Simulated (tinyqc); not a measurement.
Short-channel transistor, virtual-source model with series resistance: two steps of the calculation.

The current per gate width is the charge at the top of the source barrier (the virtual source) times its velocity times a saturation function; al and be are fitting constants of the model. Units: I in uA/um, Rs in ohm um, so I Rs = 1e-6 I Rs in volts; Q in uC/cm^2, so I = 1e-4 Q vx0 Fsat with vx0 in cm/s.

Inputs (values chosen for the exercise):
- T = 300 K (temperature)
- Cinv = 3.57 uF/cm^2 (inversion capacitance)
- vx0 = 1.17e7 cm/s (velocity at the virtual source)
- mu = 930 cm^2/(V s) (apparent mobility)
- L = 90 nm (channel length)
- VT0 = 0.41 V (threshold at zero drain voltage)
- dl = 0.076 V/V (drain-induced barrier lowering)
- n0 = 1.36 (subthreshold factor)
- nd = 0 1/V (growth of n with drain voltage)
- al = 3.5 (threshold shift (in units of Vt) from weak to strong inversion)
- be = 2 (sharpness of saturation)
- Rs = 50 ohm um (series resistance of each contact)
- Vgs = 0.9 V (gate voltage)
- Vds = 0.9 V (drain voltage)

Constants: q = 1.602176634e-19 C, kB = 1.380649e-23 J/K, Vt = kB T/q. Results are converted to the units shown.

Problem 1. Current through the series resistance. Intrinsic voltages Vg' = Vgs - I Rs, Vd' = Vds - 2 I Rs. n = n0 + nd Vd', VT = VT0 - dl Vd', Ff = 1/(1 + exp((Vg' - VT + al Vt/2)/(al Vt))), Q = Cinv n Vt ln(1 + exp((Vg' - VT + al Vt Ff)/(n Vt))), Vdsat = (vx0 L/mu)(1 - Ff) + Vt Ff, Fsat = u/(1 + u^be)^(1/be) with u = Vd'/Vdsat, and I(out) = Q vx0 Fsat per width. (Fsat takes the sign of u.) I(new) = I(out).

I at the start = 0 uA/um

Wanted: Vg'; Vd'; VT; Ff; Q; Vdsat; Fsat; I(out); I after iteration 1.

Solution 1.

Vg' = 0.9000 V
Vd' = 0.9000 V
VT = 0.3416 V
Ff = 0.001265
Q = 1.994 uC/cm^2
Vdsat = 0.1131 V
Fsat = 0.9922
I(out) = 2315 uA/um
I after iteration 1 = 2315 uA/um

Problem 2. What the series resistance costs. n = n0 + nd Vd', VT = VT0 - dl Vd', Ff = 1/(1 + exp((Vg' - VT + al Vt/2)/(al Vt))), Q = Cinv n Vt ln(1 + exp((Vg' - VT + al Vt Ff)/(n Vt))), Vdsat = (vx0 L/mu)(1 - Ff) + Vt Ff, Fsat = u/(1 + u^be)^(1/be) with u = Vd'/Vdsat, and I = Q vx0 Fsat per width. I0 is the current for Rs = 0. Effective velocity I/Q; transit time L Q/I.

converged I = 1862.6602 uA/um
I0 = 2314.6492 uA/um

Wanted: loss against I0; effective velocity; transit time.

Solution 2.

loss against I0 = 19.527 %
effective velocity = 1.1556e7 cm/s
transit time = 0.77879 ps

The carriers leave the virtual source at 98.8 % of vx0: the device is in saturation.

Computed by the program tinyqc: `OMP_NUM_THREADS=1 python tinyqc.py 2380009 2380010 out.jsonl`, one thread of a shared Intel Xeon 2.30GHz, about 0.01 s for the whole run.
